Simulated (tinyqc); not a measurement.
The same layer on three faces: band edges of strained Si(1-x)Ge(x) on relaxed Si(1-y)Ge(y).

Values are linear in the Ge fraction but for ED(x) = linear - CD x (1 - x) and a(x) = linear - Ca x (1 - x). Energies are on the common scale of Ev.

Coherent growth: e_par = (a(y) - a(x))/a(x). (001): e_perp = -2 (C12/C11) e_par; exx = eyy = e_par, ezz = e_perp, no shear. (111): e_perp = -(2 C11 + 4 C12 - 4 C44)/(C11 + 2 C12 + 4 C44) e_par; exx = eyy = ezz = (2 e_par + e_perp)/3 and exy = eyz = ezx = (e_perp - e_par)/3. (110): e_perp = -(C11 + 3 C12 - 2 C44)/(C11 + C12 + 2 C44) e_par; exx = eyy = (e_par + e_perp)/2, ezz = e_par, exy = (e_perp - e_par)/2, eyz = ezx = 0.

A valley with unit axis u lies at Ev + gap + (av + a_valley) tr(e) + Xu (u.e.u - tr(e)/3); the Delta axes are x, y, z and the L axes [111], [1-1-1], [-11-1], [-1-11]. The second-order shift of the Delta valleys under shear is left out; it lowers the pair normal to the sheared plane by tens of meV at a shear of 1 %.

Valence edges: Ev plus the levels of the 6 x 6 matrix of X, Y, Z times spin with -Dso/3 + l exx + m (eyy + ezz) on the diagonal (cyclic), n exy off it, l = av + 2 b, m = av - b, n = sqrt(3) d. Spin-orbit term (Dso/3) L.sigma on X, Y, Z with (L_k)_ij = -i epsilon_kij: <X+|H|Y+> = -i Dso/3, <X+|H|Z-> = Dso/3, <Y+|H|Z-> = -i Dso/3, <Z+|H|X-> = -Dso/3, <Z+|H|Y-> = i Dso/3, <X-|H|Y-> = i Dso/3, and their conjugates; + and - are the spin along z.

Parameters, chosen for this exercise (end members near Si and Ge, in this order; shifted at random, so the results belong to these values and not to a real crystal):
- a = (5.429, 5.664) angstrom (lattice constant)
- Dso = (0.044, 0.29) eV (spin-orbit splitting)
- av = (2.48, 1.24) eV (valence hydrostatic potential)
- b = (-2.1, -2.54) eV (tetragonal shear potential)
- d = (-4.81, -5.33) eV (trigonal shear potential)
- C11 = (165.3, 127.3) GPa
- C12 = (64.2, 48.3) GPa
- C44 = (79.2, 66.8) GPa
- Ev = (0, 0.63) eV (top of the unstrained valence band)
- ED = (1.168, 0.928) eV (gap to the Delta valleys)
- EL = (2.006, 0.726) eV (gap to the L valleys)
- aD = (1.74, 1.34) eV (hydrostatic potential of the Delta gap)
- aL = (-3.01, -2.96) eV (hydrostatic potential of the L gap)
- XuD = (9.04, 9.53) eV (uniaxial potential, Delta)
- XuL = (16.2, 15.23) eV (uniaxial potential, L)
- CD = 0.206 eV (bowing of the Delta gap)
- Ca = 0.027 angstrom (bowing of the lattice constant)
- x = 0.78 (Ge fraction of the layer)
- y = 0.42 (Ge fraction of the relaxed buffer)

dEc = Ec(buffer) - Ec(layer), dEv = Ev(layer) - Ev(buffer); buffer edges Ev(y) and Ev(y) + min(ED, EL). The digit behind Delta or L counts whole valleys.

Cases:
```
face
(001)
(111)
(110)
```

Rank the cases by gap (eV), lowest first.

Answer: (001), (110), (111).

Results:
```
face   e_par (%)  lowest valleys  gap (eV)  next valleys above (meV)  valence splitting (meV)  dEc (eV)  dEv (eV)  Delta spread (meV)  L spread (meV)
(001)      -1.54          Delta4     0.766                       232                       91    -0.014     0.264                 256               0
(111)      -1.54          Delta6     0.845                        98                       90    -0.082     0.254                   0             294
(110)      -1.54          Delta2     0.775                       107                       91    -0.015     0.257                 107             233
```

On (001) only the Delta valleys split (256 meV), on (111) only the L valleys (294 meV), on (110) both (107 and 233 meV). The lowest valleys are Delta4 on (001), Delta6 on (111) and Delta2 on (110); the smallest gap is 0.766 eV on (001) and the largest 0.845 eV on (111).

(tinyqc, `OMP_NUM_THREADS=1 python tinyqc.py 1080191 1080192 out.jsonl`, Intel(R) Xeon(R) Processor @ 2.30GHz, 1 thread, shared host, about 0.01 s.)
